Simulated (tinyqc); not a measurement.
Single-oscillator infrared dielectric function of a polar cubic crystal: one step, computed by the program tinyqc.

One ion pair, charges +Z* and -Z*, in a cell of volume Omega = a^3/4. Frequencies omega are given as wavenumbers (1/cm); eps_s is the static dielectric constant.

Task: LO frequency and static constant from the Born charge. mu = M_A M_B/(M_A + M_B); ionic plasma term W^2 = 4 pi Z*^2 (e^2/(4 pi eps_0))/(Omega mu) in eV/(angstrom^2 u), turned into 1/cm by W = 15.6333042 x 33.35640952 x sqrt(W^2); omega_LO^2 = omega_TO^2 + W^2/eps_inf; eps_s = eps_inf + W^2/omega_TO^2; Szigeti charge 3 Z*/(eps_inf + 2); longitudinal (Callen) charge Z*/eps_inf.

Inputs (values chosen for the exercise, modelled on cubic silicon carbide): lattice constant a = 4.36 angstrom; mass M_A = 28.086 u; mass M_B = 12.011 u; omega_TO = 784 1/cm; Born charge Z* = 2.79 e; eps_inf = 6.37.

Structure: zinc blende. Free carriers: absent.

Constants: nu for 1 eV/(angstrom^2 u) = 15.6333042 THz; 1 THz = 33.35640952 1/cm; e^2/(4 pi eps_0) = 14.39964548 eV angstrom.

Give: reduced mass mu; W; omega_LO; eps_s; Szigeti charge; Callen charge.

Result:

reduced mass mu = 8.4131 u

W = 1482.3 1/cm

omega_LO = 979.59 1/cm

eps_s = 9.9447

Szigeti charge = 1 e

Callen charge = 0.43799 e

omega_LO/omega_TO = 1.249; the ions supply 36 % of eps_s.
